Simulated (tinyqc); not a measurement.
Free-carrier optics of a doped semiconductor (Drude model with one polar phonon), step by step. Values are carried at full precision from step to step, so a last printed digit may differ when a step is redone from the rounded ones.

eps(E) = ei [1 - Ep^2/(E^2 + i E Gam)] + (es - ei) wT^2/(wT^2 - E^2 - i E gT), with Ep^2 = 8 pi c (e^2/(4 pi eps0)) N/(m ei), c = hbar^2/2m0, N in 1/angstrom^3 (1e-24 per 1/cm^3); Gam = hbar/tau, tau = mu m m0/e with m0/e = 5.685630e-12 kg/C and mu in m^2/(V s). Energies in meV.

Constants: hbar^2/2m0 = 3.80998211 eV angstrom^2; e^2/(4 pi eps0) = 14.39964547 eV angstrom; hbar = 6.58211957e-16 eV s; hbar c = 1973.269805 eV angstrom.

Inputs chosen for the exercise (mass and dielectric values near those of GaP; N and mu are free inputs; interband absorption and the rise of the mass with filling are left out; shifted at random, so the results belong to these values and not to a real crystal): N = 3e+19 1/cm^3 (carrier density); m = 0.352 m0 (conductivity mass); mu = 47 cm^2/(V s) (mobility); ei = 9.2 (high-frequency dielectric constant); wT = 45.8 meV (TO phonon); es = 11.23 (static dielectric constant); gT = 0.6 meV (phonon damping); E = 278 meV (photon energy).

## Plasma energy and damping

Evaluate Ep, tau, Gam, the plasma wavelength hc/Ep (hc = 1239.841984 eV nm) and the dc resistivity 1/(e N mu), e = 1.602176634e-19 C.

Ep = 113.02 meV
tau = 9.41 fs
Gam = 69.98 meV
plasma wavelength = 10.97 micrometre
rho = 0.00443 ohm cm

Ep/Gam = 1.62: the edge is smeared by scattering.

## Dielectric function at one energy

Insert the numbers.

free-carrier term = -1.4300+0.3599i
eps = 7.7134+0.3601i

## Optical constants

n + i k = sqrt(eps1 + i eps2) with k >= 0; R = ((n - 1)^2 + k^2)/((n + 1)^2 + k^2) at normal incidence from vacuum; alpha = 2 E k/(hbar c), times 1e8 for 1/cm; loss function Im(-1/eps) = eps2/(eps1^2 + eps2^2).

Convert eps at the photon energy E (in meV) into the optical constants.

n = 2.7781
k = 0.0648
R = 0.2217
alpha = 1.83e+03 1/cm

Light of this energy penetrates 1/alpha = 5.48 micrometre.

## Coupled plasmon-phonon modes

Without damping eps = 0 gives E^4 - (wL^2 + Ep^2) E^2 + Ep^2 wT^2 = 0 with wL = wT sqrt(es/ei) (Lyddane-Sachs-Teller).

wL = 50.60 meV

L-, L+ (meV): 44.85  115.42

L+ lies 2.40 meV above the larger of wL and Ep; L- lies below wT by 0.95 meV.

## Checks

- Integral of E eps2 of the free-carrier term against (pi/2) ei Ep^2 (meV^2): both 1.8459e+05.

Program tinyqc; command `OMP_NUM_THREADS=1 python tinyqc.py 1650166 1650167 out.jsonl`; about 0.01 s on one thread of a shared Intel(R) Xeon(R) Processor @ 2.30GHz.
